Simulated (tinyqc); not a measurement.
# Input admittance of a MOSFET at zero drain bias: distributed channel and distributed gate: effects of single changes

Source and drain grounded, strong inversion, w = 2 pi f, Cox = eps0 eox/tox. The channel is an RC line of resistance 1/(mu Cox Vo) per square fed from both ends, so one finger has the intrinsic admittance y = i w Cox L tanh(g)/g per width, g = (1/2) sqrt(i w tau), tau = L^2/(mu Vo). The vertical resistance rv/L is in series with y, the overlaps 2 i w Cov in parallel: y_t = 1/(1/y + rv/L) + 2 i w Cov. The gate strip is a line of Rsh/L per length loaded by y_t, so a finger has Y = y_t Wf tanh(k)/k, k = (Wf/sd) sqrt(y_t Rsh/L); the device has Nf Y.

Values chosen for this exercise; values of the order met in silicon radio-frequency transistors: relative permittivity of the gate insulator (close to silicon dioxide) eox = 3.9; insulator thickness tox = 4.2 nm; channel length L = 0.53 um; finger width Wf = 19 um; number of fingers Nf = 64; channel mobility mu = 170 cm^2/(V s); gate overdrive Vo = 0.43 V; sheet resistance of the gate Rsh = 14 ohm/square; vertical resistivity of the gate stack rv = 0 ohm um^2; number of ends at which a finger is contacted sd = 2; overlap and fringe capacitance on each side Cov = 0.16 fF/um; frequency f = 2.3 GHz.

Constants: eps0 = 8.8541878128e-14 F/cm where lengths are in cm. Results are converted to the units shown.

Each table varies one quantity; the others keep the values above.

## Input impedance against frequency

Low-frequency limits, with c = Cox L and ct = c + 2 Cov: R_strip = Rsh Wf/(3 sd^2 L Nf), R_ch = (c/ct)^2 L/(12 mu Cox Vo Wf Nf), R_vert = (c/ct)^2 rv/(L Wf Nf), C = ct Wf Nf. Z = 1/(Nf Y) = R + 1/(i w C), Q = |Im Z|/R, far-point signal |1/cosh k|.

The same in every row: low-frequency R (ohm) = 1.1780.

Input impedance against frequency:
```
f (GHz),w tau,|k|,R (ohm),C (fF),Q,signal at the far point
0.02,0.0048289,0.037434,1.1780,5687.9,1187.7,1.0000
0.06,0.014487,0.064837,1.1780,5687.9,395.90,1.0000
0.2,0.048289,0.11838,1.1780,5687.8,118.77,0.99996
0.5,0.12072,0.18716,1.1780,5687.6,47.511,0.99973
1,0.24144,0.26466,1.1779,5686.7,23.761,0.99894
3,0.72433,0.45790,1.1771,5677.2,7.9387,0.99057
9,2.1730,0.78546,1.1706,5595.5,2.6998,0.92527
30,7.2433,1.3146,1.1225,4950.7,0.95469,0.63728
70,16.901,1.6508,1.0278,3618.0,0.61145,0.44787
```

R falls from 1.18 to 1.03 ohm and C falls from 5690 to 3620 fF. Q goes as f^(-1.00) between the first two rows and f^(-0.53) between the last two, where w tau = 16.9 and |k| = 1.65. The low-frequency limits hold both R and C within 5 % up to f = 9 GHz among the rows.

## Effect of the gate overdrive

Same model as above.

Effect of the gate overdrive:
```
Vo (V),w tau,|k|,R (ohm),low-frequency R (ohm),C (fF),Q,signal at the far point
0.2,1.1939,0.40009,1.7794,1.7811,5670.6,6.8579,0.99061
0.35,0.68225,0.40099,1.2972,1.2979,5680.0,9.3915,0.99365
0.5,0.47757,0.40121,1.1041,1.1045,5682.4,11.029,0.99489
0.65,0.36736,0.40130,1.0001,1.0005,5683.3,12.174,0.99557
0.8,0.29848,0.40135,0.93512,0.93541,5683.7,13.019,0.99599
0.95,0.25135,0.40137,0.89064,0.89089,5684.0,13.669,0.99628
1.1,0.21708,0.40139,0.85829,0.85852,5684.1,14.184,0.99650
1.25,0.19103,0.40140,0.83370,0.83392,5684.2,14.602,0.99666
```

What does the table show?

As Vo goes from 0.2 to 1.25, R falls from 1.78 to 0.834 ohm, C stays near 5680 fF and Q rises from 6.86 to 14.6. Only the channel term depends on Vo.

tinyqc, about 0.01 s, one thread, Intel Xeon 2.30GHz (shared host): `OMP_NUM_THREADS=1 python tinyqc.py 2262225 2262226 out.jsonl`
